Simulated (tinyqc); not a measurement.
Chemical vapour deposition: Grove model, boundary layer, depletion and step coverage. Inputs raised by 10 %, one at a time. Computed by tinyqc, a small Python program. Command: `OMP_NUM_THREADS=1 python tinyqc.py 3003936 3003937 out.jsonl cvd sens`. One thread of a shared host (Intel(R) Xeon(R) Processor @ 2.30GHz), about 0.01 s of CPU time with the checks.

A precursor diffuses to the surface and reacts there at first order; each molecule that reacts adds one formula unit of film.

Inputs (values chosen for the exercise, close to those used for silicon nitride (counted as SiN4/3)):
```
quantity                                            value                unit
prefactor k0 of k_s                               5.1e+07                cm/s
activation energy E                                  1.83                  eV
temperature T                                         790                   C
total pressure p                                      110                torr
mole fraction of the precursor Y                   0.0012                   -
gas diffusivity D0 at 273.15 K and 760 torr          0.24              cm^2/s
film density N                                      4e+22  formula units/cm^3
precursor mass M                                      101                   u
trench width w                                       0.84                  um
aspect ratio of the trench                             71                   -
gas velocity U                                         35                cm/s
kinematic viscosity nu0 at 273.15 K and 760 torr     0.18              cm^2/s
susceptor length L                                     57                  cm
channel height b                                      6.5                  cm
```

Reactor: horizontal, reduced pressure.

Constants: k_B = 1.380649e-23 J/K; u = 1.6605390666e-27 kg; k_B = 8.617333262e-05 eV/K.

Method:
- k_s = k0 exp(-E/(k_B T)); C_g = Y p/(k_B T), 1 torr = 133.322 Pa; D = D0 (T/273.15)^1.75 (760/p).
- Temperatures in kelvin are T(C) + 273.15.
- Mean speed c = sqrt(8 k_B T/(pi M)); reactive sticking probability beta = 4 k_s/c.
- nu = nu0 (T/273.15)^1.75 (760/p); Re = U L/nu; mean boundary layer delta = (2/3) L/sqrt(Re), at most b/2; h_g = D/delta.
- Fluxes in series: C_s = C_g/(1 + k_s/h_g); growth rate G = k_s h_g/(k_s + h_g) C_g/N; 1 cm/s = 6e8 nm/min.
- Plug flow: U b dC/dx = -k_eff C with k_eff = k_s h_g/(k_s + h_g), so C falls as exp(-k_eff x/(U b)); the used share of the precursor is 1 - C(L)/C(0).
- In a long trench of width w and depth l = aspect ratio x w: Knudsen diffusivity D_K = (2w) c/3 (hydraulic diameter 2w), combined as 1/D_e = 1/D_K + 1/D; D_e d2C/dz2 = 2 k_s C/w with D_e dC/dz = -k_s C at the floor. With m = sqrt(2 k_s/(w D_e)): C(floor)/C(top) = 1/[cosh(m l) + (k_s/(D_e m)) sinh(m l)].

Runs; columns: (1) input moved; (2) from; (3) to; (4) growth rate G at the inlet (nm/min); (5) rate at the outlet over rate at the inlet; (6) step coverage; (7) modulus m l:
```
(1)                                    (2)       (3)    (4)     (5)     (6)     (7)
base run                                 -         -  1.903  0.9738  0.9802  0.1991
prefactor k0 of k_s (cm/s)        51000000  56100000  2.089  0.9713  0.9783  0.2088
activation energy E (eV)              1.83     2.013  0.262  0.9964  0.9973  0.0733
mole fraction of the precursor Y    0.0012   0.00132  2.093  0.9738  0.9802  0.1991
gas velocity U (cm/s)                   35      38.5  1.905  0.9762  0.9802  0.1991
aspect ratio of the trench              71      78.1  1.903  0.9738  0.9762  0.2190
susceptor length L (cm)                 57      62.7  1.901  0.9713  0.9802  0.1991
```

Exponents ln(y'/y) / ln(x'/x):
```
input                             growth rate G at the inlet  rate at the outlet over rate at the inlet  step coverage  modulus m l
prefactor k0 of k_s                                    0.981                                     -0.027         -0.021        0.500
activation energy E                                  -20.789                                      0.240          0.181      -10.479
mole fraction of the precursor Y                       1.000                                      0.000          0.000        0.000
gas velocity U                                         0.009                                      0.025          0.000        0.000
aspect ratio of the trench                             0.000                                      0.000         -0.043        1.000
susceptor length L                                    -0.008                                     -0.028          0.000        0.000
```

Among the inputs moved here: growth rate G at the inlet answers most in size to activation energy E (exponent -20.789), next to mole fraction of the precursor Y (+1.000); its exponent is below 0.0005 for aspect ratio of the trench. Its exponent +0.981 in prefactor k0 of k_s: the surface reaction limits. Its exponent +1.000 in mole fraction of the precursor Y: first-order kinetics. Rate at the outlet over rate at the inlet answers most in size to activation energy E (exponent +0.240), next to susceptor length L (-0.028); its exponent is below 0.0005 for mole fraction of the precursor Y, aspect ratio of the trench. Step coverage answers most in size to activation energy E (exponent +0.181), next to aspect ratio of the trench (-0.043); its exponent is below 0.0005 for mole fraction of the precursor Y, gas velocity U, susceptor length L. modulus m l answers most in size to activation energy E (exponent -10.479), next to aspect ratio of the trench (+1.000); its exponent is below 0.0005 for mole fraction of the precursor Y, gas velocity U, susceptor length L. Its exponent +1.000 in aspect ratio of the trench: the modulus is proportional to depth.

Caution (all rows): the hydraulic-diameter form of D_K is rough for a slit. Caution (rows susceptor length L): the boundary layer is capped at b/2, so U, L and nu no longer affect h_g.
